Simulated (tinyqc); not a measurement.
Shrinking the pitch: stress in a transistor channel from embedded alloy regions, liners and fins, by half-space elasticity. Computed by tinyqc, a small Python program. Command: `OMP_NUM_THREADS=1 python tinyqc.py 3027724 3027725 out.jsonl stressor walk`. One thread of a shared host (Intel(R) Xeon(R) Processor @ 2.30GHz), about 0.01 s of CPU time with the checks.

Plane strain in an isotropic half-space, the same constants everywhere; x along the channel from its centre, y downwards from the free surface; stress is positive in tension.

Inputs (values chosen for the exercise, modelled on silicon):
```
quantity                          value  unit
alloy fraction x                   0.16     -
lattice change per unit x, beta  0.0424     -
Young's modulus E                   159   GPa
Poisson ratio nu                   0.21     -
channel length L                     78    nm
length of each stressor S            95    nm
recess depth d                       15    nm
depth of the field point y          4.3    nm
```

Stressor: Si(1-x)Ge(x) source and drain.

Method:
- Misfit e = beta x. A fully constrained inclusion holds the stress -p with p = E e/(1 - 2 nu); a blanket film would hold -E e/(1 - nu) in the plane.
- A line element dA of misfit at (a, c) in the half-space gives, with C = E e/(2 pi (1 - nu)), X = x - a, r1^2 = X^2 + (y - c)^2, r2^2 = X^2 + Y^2, Y = y + c: s_xx = -C dA {[X^2 - (y - c)^2]/r1^4 + 3 [X^2 - Y^2]/r2^4 + 4 y Y (Y^2 - 3 X^2)/r2^6}, s_yy = C dA {[X^2 - (y - c)^2]/r1^4 - [X^2 - Y^2]/r2^4 + 4 y Y (Y^2 - 3 X^2)/r2^6}. These are integrated over two rectangles, L/2 < |a| < L/2 + S, 0 < c < d (closed form in a, 200 Gauss-Legendre points in c).
- L and S are scaled together at fixed d, then S alone, then L alone.

misfit e = 0.006784

S_xx at the centre (MPa):
```
scale  L and S scaled  S alone  L alone
0.35          -595.19  -253.07  -874.84
0.50          -586.06  -307.79  -736.07
0.70          -514.01  -359.04  -575.85
1.00          -409.67  -409.67  -409.67
1.40          -313.31  -451.67  -278.67
2.00          -227.96  -488.90  -175.17
3.00          -155.26  -522.04   -97.54
```

What does the comparison show, and why?

Halving S alone keeps 0.75 of the stress, halving L alone gives 1.80, and halving both 1.43: a shorter channel brings the walls closer, a shorter stressor brings its far wall, which pulls the other way, closer too. Neighbouring devices are left out.
